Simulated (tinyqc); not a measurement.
Floating body of a partially depleted SOI transistor: body voltage and kink: two steps of the calculation.

Source at 0 V. Channel current Ic = 2 nf K Vt^2 [F(0) - F(Vd)](1 + la Vd), F(V) = ln^2(1 + exp((Vg - VT - nf V)/(2 nf Vt))), VT = VT0 - gb Vb. Saturation voltage Vs = 2 Vt sqrt(F(0)) + 3 Vt, excess Ve = (Vd - Vs + sqrt((Vd - Vs)^2 + 0.0004 V^2))/2, multiplication M1 = Ai Ve exp(-Bl/Ve). Each junction passes D(v) = J1 (exp(v/Vt) - 1) + J2 (exp(v/(2 Vt)) - 1). Bipolar current Ib = bb J1 (exp(Vb/Vt) - 1). The body settles where M1 (Ic + Ib) = D(Vb) + D(Vb - Vd) + Vb/Rb; drain current Id = (1 + M1)(Ic + Ib) - D(Vb - Vd).

Parameters, values chosen for the exercise; values of the order met in partially depleted silicon-on-insulator transistors: temperature T = 300 K; threshold at zero body voltage VT0 = 0.47 V; fall of the threshold per volt of body voltage gb = 0.13; slope factor nf = 1.42; gain factor per width K = 540 uA/(V^2 um); channel-length modulation factor la = 0.03 1/V; impact-ionisation prefactor Ai = 3.39 1/V; impact-ionisation voltage Bl = 4.6 V; diffusion saturation current of each junction J1 = 3.8e-12 uA/um; recombination saturation current of each junction J2 = 8.6e-9 uA/um; gain of the lateral bipolar transistor on the diffusion current bb = 3; resistance of a weak body tie to the source (1e9 stands for no tie, and the term is then dropped) Rb = 1e9 kohm um; gate voltage Vg = 0.97 V; drain voltage Vd = 2.1 V.

Constants: q = 1.602176634e-19 C, kB = 1.380649e-23 J/K, Vt = kB T/q. Results are converted to the units shown.

Task 1. New Vb. Current into the body I_in = M1 (Ic + Ib) - D(Vb - Vd), current out I_out = D(Vb) + Vb/Rb; f = ln(I_in/I_out), s = df/dVb by central differences over 1e-5 V, Vb(new) = Vb - f/s.

Vb at the start = 0.88 V

Wanted: Ic; Ve; M1; I_in; I_out; f; s; Vb after iteration 1.

Result 1.

Ic = 76.302 uA/um
Ve = 1.5898 V
M1 = 0.29851
I_in = 2089.2 uA/um
I_out = 2307.7 uA/um
f = -0.099479
s = -0.63947 1/V
Vb after iteration 1 = 0.72444 V

Task 2. Drain current with floating and with grounded body. Id and VT at the converged Vb, Id at Vb = 0, their ratio, and the bipolar share Ib/(Ic + Ib).

converged Vb = 0.82170380 V

Give: VT; Id, floating; Id, grounded; ratio; bipolar share.

Result 2.

VT = 0.36318 V
Id, floating = 1042.5 uA/um
Id, grounded = 68.771 uA/um
ratio = 15.158
bipolar share = 90.701 %

The body rises to 0.822 V and lowers the threshold by 107 mV.

Range of the model: The multiplication law is an empirical form chosen for the exercise; self-heating and capacitive coupling to the body are left out, and the linear laws are rough once Vb passes about 0.7 V or M1 about 0.1.

tinyqc, about 0.1 s, one thread, Intel Xeon 2.30GHz (shared host): `OMP_NUM_THREADS=1 python tinyqc.py 2182128 2182129 out.jsonl`
